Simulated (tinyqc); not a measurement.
Ballistic conductance of a hard-wall strip of a two-dimensional electron gas by counting modes: two steps of the calculation.

Subband edges E_n = C (n pi/W)^2/m, n = 1, 2, ...; C = hbar^2/(2 m0). Every mode transmits fully; spin gives the factor 2 in 2 q^2/h, valleys the factor gv.

Inputs (values chosen for the exercise):
```
symbol,value,unit,meaning
T,300,K,temperature
m,0.041,m0,mass
gv,2,,valleys
Ef,0.21,eV,Fermi energy above the 2D band edge
W,28,nm,width
Et,0.313,eV,highest subband edge listed
```

Constants: q = 1.602176634e-19 C, kB = 1.380649e-23 J/K, hbar = 1.054571817e-34 J s, h = 6.62607015e-34 J s, m0 = 9.1093837015e-31 kg, Vt = kB T/q, hbar^2/(2 m0) = 0.0380998212 eV nm^2. Results are converted to the units shown.

Task 1. Subband edges and their occupation. List the edges below Et; each adds its degeneracy times f = 1/(1 + exp((E_n - Ef)/Vt)) to the thermal mode count.

Find: edge; degeneracy; f.

Result 1.

| mode | edge (eV) | degeneracy | f |
|---|---|---|---|
| 1 | 0.01170 | 1 | 0.99953 |
| 2 | 0.04679 | 1 | 0.99819 |
| 3 | 0.10528 | 1 | 0.98289 |
| 4 | 0.18717 | 1 | 0.70744 |
| 5 | 0.29246 | 1 | 0.03956 |

Task 2. Conductance and ballistic resistance. G = (2 q^2/h) gv M; at zero temperature M counts the edges below Ef, at T it is the sum of degeneracy times f. The smooth (Sharvin) count is kF W/pi, kF = sqrt(m Ef/C), and with the boundary term kF W/pi - 1/2. The sum runs over the edges listed.

| mode | edge (eV) | degeneracy | f |
|---|---|---|---|
| 1 | 0.01169830 | 1 | 0.99953390 |
| 2 | 0.04679320 | 1 | 0.99819091 |
| 3 | 0.10528470 | 1 | 0.98288553 |
| 4 | 0.18717280 | 1 | 0.70744255 |
| 5 | 0.29245751 | 1 | 0.03955902 |

Wanted: M at zero temperature; M at T; G; resistance 1/G; smooth count.

Result 2.

M at zero temperature = 4
M at T = 3.7276
G = 577.64 uS
resistance 1/G = 1.7312 kohm
smooth count = 4.2369

The smooth count is 14 % above M at T. With the boundary term it is 3.74.

tinyqc, about 0.04 s, one thread, Intel Xeon 2.30GHz (shared host): `OMP_NUM_THREADS=1 python tinyqc.py 2740003 2740004 out.jsonl`
